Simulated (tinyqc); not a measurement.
Physical sputtering: collision-cascade yield, angular dependence, faceting and resputtering in deposition: one step, computed by the program tinyqc. Command: `OMP_NUM_THREADS=1 python tinyqc.py 3023510 3023511 out.jsonl sputter walk`. One thread of a shared host (Intel(R) Xeon(R) Processor @ 2.30GHz), about 0.01 s of CPU time with the checks.

Ions start collision cascades; atoms that reach the surface with more than U leave. The target is amorphous or fine-grained.

Task: Yield at normal incidence. gamma = 4 M1 M2/(M1 + M2)^2; threshold E_th = 6.7 U/gamma for M1 >= M2, else U (1 + 5.7 M1/M2)/gamma. eps = 0.03255 M2 E/(Z1 Z2 (M1 + M2) z), z = (Z1^(2/3) + Z2^(2/3))^(1/2), E in eV; s_n = 3.441 sqrt(eps) ln(eps + 2.718)/(1 + 6.355 sqrt(eps) + eps (6.882 sqrt(eps) - 1.708)); S_n = 84.78 Z1 Z2 M1 s_n/((M1 + M2) z) in eV angstrom^2; alpha = 0.249 (M2/M1)^0.56 + 0.0035 (M2/M1)^1.5 for M1 <= M2, else 0.0875 (M2/M1)^(-0.15) + 0.165 M2/M1; Y0 = 0.042 Q alpha S_n/U [1 - sqrt(E_th/E)]^2.5 (the electronic-loss factor of the full formula is dropped). Erosion rate = Y0 J/(e N); 1 cm^2 = 1e14 nm^2.

Inputs (values chosen for the exercise, modelled on gallium ions on silicon):
```
quantity                  value     unit
ion Z1                       31        -
ion mass M1                69.7        u
target Z2                    14        -
target mass M2            28.09        u
surface binding energy U   4.63       eV
target density N           49.9   1/nm^3
fit factor Q                0.7        -
ion energy E               6900       eV
current density J         0.055  mA/cm^2
```

Constants: e = 1.602176634e-19 C.

Give: energy transfer factor gamma; threshold E_th; reduced energy eps; nuclear stopping S_n; alpha; yield Y0; erosion rate.

Result:

energy transfer factor gamma = 0.81895

threshold E_th = 37.879 eV

reduced energy eps = 0.037544

nuclear stopping S_n = 2018.8 eV angstrom^2

alpha = 0.16678

yield Y0 = 1.7636 atoms per ion

erosion rate = 7.2797 nm/min

The threshold factor is 0.825; the energy cost is 3910 eV per removed atom, 845 times U.
